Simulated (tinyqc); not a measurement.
Brillouin zone and empty-lattice bands of the hcp structure, step by step. Values are carried at full precision from step to step, so a last printed digit may differ when a step is redone from the rounded ones.

Primitive vectors a1 = a (1,0,0), a2 = a (-1/2, sqrt3/2, 0), a3 = (0,0,c); atoms at 0 and a1/3 + 2 a2/3 + a3/2. Reciprocal vectors obey a_i.b_j = 2 pi delta_ij; k is given in units of 2 pi/a. Empty-lattice levels are c0 (2 pi/a)^2 |k + G|^2, c0 = hbar^2/2m0. Points: M = (1/2, 1/(2 sqrt3), 0), K = (2/3, 0, 0), A = (0, 0, a/2c), L = M + A, H = K + A.

Constants: hbar^2/2m0 = 3.80998211 eV angstrom^2; a0 (Bohr radius) = 0.5291772105 angstrom.

Values chosen for the exercise (lattice near that of Co; shifted at random, so the results belong to these values and not to a real crystal): a = 2.491 angstrom (lattice constant); ca = 1.624 (c/a); Z = 2 (free electrons per atom); V1 = -0.89 eV (atomic form factor on the shell that bounds the zone).

## Reciprocal lattice

Give b1, b2, b3, the cell volume, the zone volume (2 pi)^3/V and the energy unit c0 (2 pi/a)^2.

b1, b2, b3 as rows (2 pi/a):
```
        1       2       3
1  1.0000  0.5774  0.0000
2  0.0000  1.1547  0.0000
3  0.0000  0.0000  0.6158
```

cell volume = 21.739 angstrom^3
zone volume = 11.4104 1/angstrom^3
energy unit = 24.2401 eV

## Shells of G and Bragg planes

List the first six shells of G with their number, the structure factor |sum over atoms of exp(i G.tau)|/(atoms per cell), and the distance |G|/2 of the Bragg plane from Gamma.

Shells:

| \|G\|^2 ((2 pi/a)^2) | number | structure factor | \|G\|/2 (2 pi/a) |
|---|---|---|---|
| 0.3792 | 2 | 0.0000 | 0.3079 |
| 1.3333 | 6 | 0.5000 | 0.5774 |
| 1.5167 | 2 | 1.0000 | 0.6158 |
| 1.7125 | 12 | 0.8660 | 0.6543 |
| 2.8500 | 12 | 0.5000 | 0.8441 |
| 3.4125 | 2 | 0.0000 | 0.9236 |

The structure factor vanishes at |G|^2 = 0.379 and 3.412: no first-order gap opens on those planes.

## The free-electron sphere

n = 2 Z/V, kF = (3 pi^2 n)^(1/3), EF = c0 kF^2, rs = (3/(4 pi n))^(1/3)/a0; compare kF with |k| of the points on the zone surface.

n = 0.18400 1/angstrom^3
kF = 0.6976 2 pi/a
EF = 11.796 eV
rs = 2.061

Points:

| point | \|k\| (2 pi/a) | kF/\|k\| | lowest level (eV) | levels below EF |
|---|---|---|---|---|
| M | 0.5774 | 1.208 | 8.080 | 2 |
| K | 0.6667 | 1.046 | 10.773 | 3 |
| A | 0.3079 | 2.266 | 2.298 | 2 |
| L | 0.6543 | 1.066 | 10.378 | 4 |
| H | 0.7343 | 0.950 | 13.071 | 0 |

The sphere passes beyond M, K, A and L but not H: electrons spill into higher bands while the corners of the first zone stay empty. Free electrons ignore the d bands of this metal.

## Empty-lattice levels at Gamma, M and L

Give the five lowest values of |k + G|^2 with their degeneracy (spin not counted).

Levels:

| point | \|k + G\|^2 | degeneracy | E (eV) |
|---|---|---|---|
| Gamma | 0.0000 | 1 | 0.000 |
| Gamma | 0.3792 | 2 | 9.191 |
| Gamma | 1.3333 | 6 | 32.320 |
| Gamma | 1.5167 | 2 | 36.764 |
| Gamma | 1.7125 | 12 | 41.511 |
| M | 0.3333 | 2 | 8.080 |
| M | 0.7125 | 4 | 17.271 |
| M | 1.0000 | 2 | 24.240 |
| M | 1.3792 | 4 | 33.431 |
| M | 1.8500 | 4 | 44.844 |
| L | 0.4281 | 4 | 10.378 |
| L | 1.0948 | 4 | 26.538 |
| L | 1.1865 | 4 | 28.760 |
| L | 1.8531 | 4 | 44.920 |
| L | 2.4281 | 8 | 58.858 |

The lowest level is 2-fold at M and 4-fold at L: as many zones meet there, and these are the lowest sets at these points on which a weak potential acts. On the face A-H-L of hcp the levels stay paired: the structure factor of (0001) vanishes, and without spin-orbit coupling the screw axis with time reversal keeps the pairing to all orders.

## The gap at M

At M two waves k and k - G with G = 2k are degenerate at E0. With V = |V1| x structure factor of G the levels are E0 -/+ V, and the masses normal to the face are 1/(1 -/+ 2 E0/V).

structure factor = 0.5000
E0 = 8.080 eV

levels (eV): 7.635  8.525

masses normal to the face, lower and upper (m0): -0.0283  0.0268

EF of the free sphere, 11.80 eV, lies above the gap: the upper band holds electrons here (EF = c0 (3 pi^2 n)^(2/3) for 4 electrons a cell; its shift by the potential is neglected).

## Checks

- a_i.b_j/(2 pi) against the unit matrix: they agree to 1e-10 or better.

Run: tinyqc, `OMP_NUM_THREADS=1 python tinyqc.py 1880164 1880165 out.jsonl`; Intel(R) Xeon(R) Processor @ 2.30GHz, one thread, shared host; about 0.02 s of CPU time with all checks.
